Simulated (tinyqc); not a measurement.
X-ray photoelectron analysis of a thin oxide on a semiconductor: attenuation lengths, thickness, angle series and band offsets: one step, computed by the program tinyqc.

The same element is seen in the oxide and in the substrate, at nearly the same kinetic energy; films are flat and uniform, and the work function is ignored.

Problem. Band offsets by core levels. Valence band offset = (E_core - E_v)(substrate) - (E_core - E_v)(oxide) + (core level separation at the interface, oxide less substrate). The separation is made here from the given offset; a uniform field F that raises the binding energy towards the surface shifts the oxide peak by e F <z>, <z> = d/(1 - exp(-x)) - d/x, x = d/(L_o cos theta), being the mean distance from the interface. Conduction band offset = oxide gap - substrate gap - valence band offset.

Inputs (values chosen for the exercise, modelled on SiO2 on silicon):
```
quantity,value,unit
oxide gap,8.92,eV
substrate gap,1.12,eV
oxide thickness d,0.72,nm
valence band offset used to make the data,4.64,eV
"core level less valence band top, substrate",98.96,eV
"core level less valence band top, thick oxide",98.45,eV
field in the oxide,0.69,MV/cm
```

d/(L_o cos theta) = 0.4686321

Give: separation without field; <z>; separation with field; apparent valence band offset; true conduction band offset; apparent conduction band offset.

Solution.

separation without field = 4.13 eV

<z> = 0.3880 nm

separation with field = 4.157 eV

apparent valence band offset = 4.667 eV

true conduction band offset = 3.16 eV

apparent conduction band offset = 3.133 eV

The field biases both offsets by 0.027 eV, in opposite directions.
